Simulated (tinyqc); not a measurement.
What moves the results: deep level as a short-range spherical well. A value that a table varies takes the place of the one given here.

A spherical well of radius R and depth V0 below the conduction edge, one mass m, c = hbar^2/2m0. The s level at binding Et solves k cot(k R) = -kappa with k = sqrt(m (V0 - Et)/c), kappa = sqrt(m Et/c); it exists for V0 > Vc = c (pi/2R)^2/m. Outside, psi falls as exp(-kappa r)/r.

Lucovsky model (delta well, plane-wave final states, no local-field factor): sigma = (32 pi alpha c/(3 n_r m Et)) (x - 1)^(3/2)/x^3, x = h nu/Et, c = hbar^2/2m0; 1 angstrom^2 = 1e-16 cm^2.

Constants: hbar^2/2m0 = 3.80998211 eV angstrom^2; fine-structure constant alpha = 0.007297352564; e^2/(4 pi eps0) = 14.39964547 eV angstrom; kB = 8.617333262e-05 eV/K.

Inputs chosen for the exercise (near those of GaAs; the results hold for these values, not for the real material): R = 2.5 angstrom (radius of the well); m = 0.065 m0 (mass); fV = (1.03, 1.09, 1.21, 1.66, 1.91, 2.87, 5.44) (V0/Vc); n_r = 3.39 (refractive index); xs = (1.11, 1.28, 1.43, 1.75, 2.07, 2.7, 4.22, 6.5) (photon energies h nu/Et); eps = 12.6 (static dielectric constant); T = 200 K (temperature); Fs = (1, 5, 20, 50, 100, 200) kV/cm (fields).

## From threshold to a deep level

Et against the depth at fixed R; near threshold Et = (pi^2/16)(V0 - Vc)^2/Vc.

Results:

| V0/Vc | V0 (eV) | Et (eV) | threshold form (eV) | 1/kappa (angstrom) | share outside |
|---|---|---|---|---|---|
| 1.03 | 23.835 | 0.01257 | 0.01285 | 68.3 | 0.964 |
| 1.09 | 25.223 | 0.1085 | 0.1156 | 23.2 | 0.899 |
| 1.21 | 28.000 | 0.5463 | 0.6295 | 10.4 | 0.790 |
| 1.66 | 38.413 | 4.231 | 6.218 | 3.7 | 0.532 |
| 1.91 | 44.198 | 7.199 | 11.82 | 2.9 | 0.446 |
| 2.87 | 66.413 | 21.80 | 49.92 | 1.6 | 0.266 |
| 5.44 | 125.883 | 70.96 | 281.4 | 0.9 | 0.116 |

What can be read from the table?

The threshold form holds to 10 % up to V0/Vc = 1.09 of those listed. There the state is mostly outside the well (96 % in the first row) and knows only Et, which is why a delta-well model works; more than half is inside from V0/Vc = 1.91 on. A second s level would need V0/Vc > 9. From V0/Vc = 1.66 on Et exceeds the gap of the host, about 1.4 eV, so those rows only show the model.

## Neutral against charged centre

Et = 0.34041 eV

Lucovsky cross-section, its shape relative to the peak, and the shape of a hydrogen-like centre relative to threshold: x^-4 exp(4 - 4 atan(e)/e)/(1 - exp(-2 pi/e)), e = sqrt(x - 1).

Results:

| x | h nu (eV) | sigma (1e-18 cm^2) | relative to peak | hydrogen-like |
|---|---|---|---|---|
| 1.11 | 0.378 | 33.1 | 0.213 | 0.756 |
| 1.28 | 0.436 | 87.8 | 0.565 | 0.514 |
| 1.43 | 0.487 | 120 | 0.771 | 0.379 |
| 1.75 | 0.596 | 151 | 0.970 | 0.216 |
| 2.07 | 0.705 | 155 | 0.998 | 0.134 |
| 2.70 | 0.919 | 140 | 0.901 | 0.062 |
| 4.22 | 1.437 | 95.5 | 0.615 | 0.017 |
| 6.50 | 2.213 | 58.3 | 0.376 | 0.004 |

What does this show?

The short-range centre starts from zero, reaches half its peak at x = 1.24 and peaks at x = 2; in the last row it still has 38 % of the peak. The Coulomb centre is largest at threshold and is down to 0.4 % there. Reading the peak as the threshold would misplace the level by a factor 2, here 0.34 eV. Rows above the gap, about 1.4 eV, are hidden by band-to-band absorption.

## Emission in a field

Barrier lowering for a charged centre (Poole-Frenkel) is 2 sqrt(q e F/eps), q = e^2/(4 pi eps0), and for the neutral well e F R; the one-dimensional enhancement is exp(lowering/kB T). 1 kV/cm = 1e-5 V/angstrom; tunnelling is left out.

Results:

| F (kV/cm) | lowering, charged (meV) | enhancement | saddle at (angstrom) | lowering, neutral (meV) | enhancement |
|---|---|---|---|---|---|
| 1 | 6.8 | 1.48 | 338 | 0.03 | 1.001 |
| 5 | 15.1 | 2.40 | 151 | 0.12 | 1.007 |
| 20 | 30.2 | 5.78 | 76 | 0.50 | 1.029 |
| 50 | 47.8 | 16.0 | 48 | 1.25 | 1.075 |
| 100 | 67.6 | 50.6 | 34 | 2.50 | 1.156 |
| 200 | 95.6 | 257 | 24 | 5.00 | 1.337 |

What does this show, and why?

At 200 kV/cm the charged centre emits 257 times faster and the neutral one 1.34 times: the logarithm of the enhancement is linear in sqrt(F) for the first and in F for the second, which tells the charge state. The largest lowering is 28 % of Et.

Program tinyqc; command `OMP_NUM_THREADS=1 python tinyqc.py 1282264 1282265 out.jsonl`; about 0.01 s on one thread of a shared Intel(R) Xeon(R) Processor @ 2.30GHz.
